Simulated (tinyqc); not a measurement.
A ladder of methods, and size consistency: correlation methods against full CI in the sto-6g basis, for BeH2, spin multiplicity 1. Computed by the program tinyqc with PySCF. All electrons correlated; +Q is the Davidson correction (1 - c0^2) E_corr. The last columns treat two copies 100 angstrom apart as one system. FCI is the lowest singlet.

Geometry (angstrom):

| atom | x | y | z |
|---|---|---|---|
| Be | 0.0000 | 0.0000 | 0.0000 |
| H | 0.0000 | 1.4640 | 0.0480 |
| H | 0.0000 | -1.4190 | 0.0470 |

RHF energy of one = -15.707979 hartree

Correlation energies (hartree):

| method | E_corr of one | share of FCI (%) | E_corr of two at 100 angstrom | two minus twice one (mhartree) |
|---|---|---|---|---|
| MP2 | -0.026341 | 64.6139 | -0.052683 | 0.0000 |
| CISD | -0.039729 | 97.4540 | -0.077028 | 2.4311 |
| CISD+Q | -0.041025 | 100.6332 | -0.081593 | 0.4581 |
| CCSD | -0.040268 | 98.7762 | -0.080537 | 0.0000 |
| CCSD(T) | -0.040529 | 99.4155 | -0.081058 | 0.0000 |
| FCI | -0.040767 | 100.0000 | - | - |

What does the comparison show, and why?

MP2 recovers 65 %, CISD 97.5 % and CCSD 98.8 % of the FCI value (c0^2 = 0.967 in CISD). MP2 and coupled cluster are size consistent, so their last column vanishes; CISD loses 2.43 mhartree, since a double excitation on each copy is a quadruple of the pair, and the Davidson correction leaves +0.46.
